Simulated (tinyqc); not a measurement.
# Admittance spectroscopy of a deep trap: effects of single changes

Schottky contact on an n-type layer with shallow donors Nd (all ionised) and a donor-like deep trap, neutral when filled and positive when empty; depletion approximation. Traps within lam of the depletion edge stay filled. The traps at xt = W - lam, where the level crosses the Fermi level, follow a slow signal and not a fast one. w = 2 pi f.

Inputs (values chosen for the exercise); material values close to those of 4H silicon carbide: relative permittivity eps_r = 9.84; conduction-band density of states at 300 K Nc = 1.73e19 cm^-3; thermal velocity at 300 K vth = 2e7 cm/s; shallow donor density Nd = 1.9e15 cm^-3; built-in voltage Vbi = 0.93 V; depth of the trap below the conduction edge Et = 0.19 eV; capture cross-section sn = 2.6e-15 cm^2; trap density Nt = 2.1e14 cm^-3; reverse bias Vr = 0 V; temperature T = 164 K.

Constants: q = 1.602176634e-19 C, kB = 1.380649e-23 J/K, eps0 = 8.8541878128e-14 F/cm where lengths are in cm. Results are converted to the units shown.

Each table varies one quantity; the others keep the values above.

## Effect of the trap density

Emission rate en = sn vth(T) Nc(T) exp(-Et/kB T) = sn g T^2 exp(-Et/kB T), g = vth Nc/(300 K)^2, as vth goes as T^0.5 and Nc as T^1.5 (degeneracy factor 1). lam = sqrt(2 eps0 eps_r (EF - ET)/(q Nd)), EF - ET = Et - (kB T/q) ln(Nc(T)/Nd), Nc(T) = Nc (T/300 K)^1.5. In the steady state at the band bending V, 2 eps0 eps_r V/q = Nd W^2 + Nt (W - lam)^2 (the second term only if W > lam). V = Vbi + Vr. C_HF = eps0 eps_r/W, C_LF = eps0 eps_r (Nd + Nt)/(Nd W + Nt xt). Inflection frequency w0 = 2 en [1 + Nt xt/(Nd W)]; C = C_HF + (C_LF - C_HF)/(1 + (w/w0)^2), G/w = (C_LF - C_HF)(w/w0)/(1 + (w/w0)^2).

Results:

| Nt (cm^-3) | W (nm) | step (% of C_HF) | w0/(2 en) |
|---|---|---|---|
| 4.9e13 | 724.8 | 0.7188 | 1.018 |
| 9.8e13 | 720.2 | 1.421 | 1.037 |
| 2e14 | 711.0 | 2.834 | 1.075 |
| 4e14 | 694.3 | 5.434 | 1.148 |
| 8e14 | 665.8 | 10.08 | 1.291 |
| 1.6e15 | 621.8 | 17.82 | 1.563 |
| 6.5e15 | 495.4 | 47.36 | 3.000 |

Estimate the missing row, Nt = 3.2e15 cm^-3.

Computed row:

| Nt (cm^-3) | W (nm) | step (% of C_HF) | w0/(2 en) |
|---|---|---|---|
| 3.2e15 | 563.2 | 29.74 | 2.069 |

With this row back in the table: The step rises from 0.719 to 47.4 %, as Nt^(0.98) between the first two rows and Nt^(0.66) between the last two, and w0/(2 en) rises from 1.02 to 3.00: for Nt near Nd the rule w0 = 2 en overstates the cross-section by that factor.

## Admittance against frequency

Same model as above.

V = Vbi + Vr.

Admittance against frequency:

| f (Hz) | C (nF/cm^2) | G/w (nF/cm^2) |
|---|---|---|
| 5700 | 12.63 | 0.01550 |
| 12000 | 12.63 | 0.03242 |
| 25000 | 12.62 | 0.06579 |
| 52000 | 12.59 | 0.1230 |
| 1.1e5 | 12.49 | 0.1787 |
| 2.3e5 | 12.36 | 0.1584 |
| 4.8e5 | 12.30 | 0.09423 |
| 1e6 | 12.28 | 0.04789 |
| 2.1e6 | 12.27 | 0.02312 |
| 4.4e6 | 12.27 | 0.01107 |

What does the comparison show?

C falls from 12.6 to 12.3 nF/cm^2, between C_LF = 12.6 and C_HF = 12.3, and G/w goes from 0.0155 through a maximum of 0.179 (at f = 1.1e5 Hz among the rows listed) to 0.0111 nF/cm^2. The exact peak is half of the step, 0.182 nF/cm^2, at 1.34e5 Hz.

Program tinyqc, `OMP_NUM_THREADS=1 python tinyqc.py 2050053 2050054 out.jsonl`; Intel Xeon 2.30GHz, shared host, one thread, about 0.01 s.
